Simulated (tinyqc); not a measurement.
# Four-point probe, van der Pauw, Hall and spreading-resistance readings of a semiconductor layer, step by step

A worked calculation. Computed by tinyqc, a small Python program that keeps every step. Command: `OMP_NUM_THREADS=1 python tinyqc.py 3113976 3113977 out.jsonl probe walk`. One thread of a shared host (Intel(R) Xeon(R) Processor @ 2.30GHz), about 0.01 s of CPU time with the checks. Intermediate numbers are printed to about 6 digits and carried at full precision; extremes and crossings named in words are read from the listed rows.

The layer is uniform and ohmic; contacts are points unless a radius is given.

Inputs (values chosen for the exercise, modelled on p-type silicon): carrier density n = 9.7e+15 1/cm^3; drift mobility mu = 419 cm^2/(V s); layer thickness t = 430 micrometre; probe spacing s = 1 mm; current I = 4 mA; side ratio a/b of the van der Pauw rectangle = 2.3; magnetic field B = 0.65 T; Hall factor r_H = 0.92; wafer diameter over spacing D/s = 81.

Backing of the layer: insulating.

Constants: e = 1.602176634e-19 C.

## Resistivity and sheet resistance

rho = 1/(e n mu); R_s = rho/t.

resistivity rho = 1.53569 ohm cm

sheet resistance R_s = 35.7137 ohm/square

## Four-point voltage

Collinear probes with equal spacing on a layer with insulating backing: images at depth 2 m t give V = (rho I/(2 pi s)) G, G = 1 + 4 sum_(m>=1) [1/sqrt(1 + (2 m u)^2) - 1/sqrt(4 + (2 m u)^2)], u = t/s; the sum runs to m = 20000, with the tail 3/(32 u^3 M^2) added to the sum for M = 20000. Limits: thick, rho = 2 pi s V/I; thin on an insulator, rho = (pi/ln 2) t V/I.

t/s = 0.43

G = 3.22679

voltage V = 31.5468 mV

rho by the thick formula = 4.95535 ohm cm

rho by the thin formula = 1.53705 ohm cm

The thick formula is off by +222.7 % and the thin one by +0.1 %.

## Thickness correction

The last two columns give rho(formula)/rho for rho = 2 pi s V/I and rho = (pi/ln 2) t V/I.

Correction against t/s:
```
t/s        G  thick formula  thin formula
0.1  13.8629        13.8629       1.00000
0.2   6.9315         6.9315       1.00000
0.3   4.6211         4.6211       1.00003
0.5   2.7799         2.7799       1.00264
0.7   2.0175         2.0175       1.01871
1.0   1.5045         1.5045       1.08524
1.5   1.1973         1.1973       1.29547
2.0   1.0939         1.0939       1.57814
3.0   1.0306         1.0306       2.23037
5.0   1.0070         1.0070       3.63194
```

The thin formula holds to 1 % up to t/s = 0.5 and the thick one holds to 1 % from t/s = 5.

## Finite wafer

For a thin circular wafer probed at its centre, R_s = C V/I with C = pi/(ln 2 + ln[((D/s)^2 + 3)/((D/s)^2 - 3)]).

factor C = 4.52639

error if pi/ln 2 is used = 0.131934 %

## The two van der Pauw resistances

Thin rectangle with point contacts at the corners; for R_B current and voltage contacts lie along the two sides of length a, for R_A along those of length b: exp(-pi R_A/R_s) = (theta_4/theta_3)^4, exp(-pi R_B/R_s) = (theta_2/theta_3)^4 with q = exp(-pi a/b), theta_2 = 2 sum_(m>=0) q^((m + 1/2)^2), theta_3 = 1 + 2 sum_(m>=1) q^(m^2), theta_4 = 1 + 2 sum_(m>=1) (-1)^m q^(m^2).

R_A = 0.132355 ohm

R_B = 50.6888 ohm

ratio R_B/R_A = 382.976

## Solving the van der Pauw equation

Solve exp(-pi z R_A) + exp(-pi z R_B) = 1 for z = 1/R_s by seven Newton steps from z = 2 ln 2/(pi (R_A + R_B)); f = R_s 2 ln 2/(pi (R_A + R_B)).

Steps:
```
step  1/z (ohm)  left side less 1
0       115.170       2.47300e-01
1        67.527       8.84512e-02
2        48.723       2.95719e-02
3        39.854       8.01635e-03
4        36.376       1.18752e-03
5        35.735       3.76718e-05
6        35.714       4.09050e-08
```

R_s found = 35.7137 ohm/square

correction f = 0.310096

Averaging R_A and R_B without f would overstate R_s by 222.5 %.

## Hall reading

V_H = r_H I B/(e n t); apparent density n/r_H; Hall mobility r_H mu; Hall angle tan = r_H mu B (SI).

Hall voltage = 3.57940 mV

apparent density = 1.05435e+16 1/cm^3

Hall mobility = 385.48 cm^2/(V s)

tangent of the Hall angle = 0.0250562

Checks made by the program: thin limit of G, 2 ln 2/u at u = 0.02 (relative difference below 1e-10); R_s recovered (relative difference below 1e-10).
